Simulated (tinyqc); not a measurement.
MOS capacitor with interface traps: C-V stretch-out, conductance peak and subthreshold swing: one step, computed by the program tinyqc.

Energies at the interface are counted from the valence band. psi > 0 means bending towards depletion, so the surface potential is +psi. Boltzmann statistics, full ionisation, no quantum confinement. Traps are neutral when filled up to E_n, with a sharp (zero-temperature) occupation.

Question. Conductance peak. v = sqrt(3 k_B T/m) with the majority mass; surface density n_s = N exp(-psi/k_B T); tau = 1/(sigma v n_s); for a continuum of levels G_p/omega = C_it ln(1 + omega^2 tau^2)/(2 omega tau), which peaks at omega tau = 1.98, the frequency 1.98/(2 pi tau); potential fluctuations are left out.

Inputs (values chosen for the exercise, modelled on InP, with an insulator like Al2O3):
```
quantity                              value   unit
hole mass m_h                         0.608    m_0
doping N                            6.4e+17  cm^-3
capture cross-section sigma           2e-17   cm^2
band bending towards depletion psi     0.31      V
temperature T                           350      K
```

Substrate: p-type. Trap spectrum: flat plus a Gaussian peak.

k_B T = 0.03016067 eV

C_it = 0.08949406 microF/cm^2

Constants: k_B = 1.380649e-23 J/K; m_0 = 9.1093837015e-31 kg.

Give: v; n_s; trap time constant; peak frequency; peak of G_p/omega.

Answer.

v = 1.618e+07 cm/s

n_s = 2.200e+13 cm^-3

trap time constant = 1.405e-04 s

peak frequency = 2243 Hz

peak of G_p/omega = 0.03601 microF/cm^2
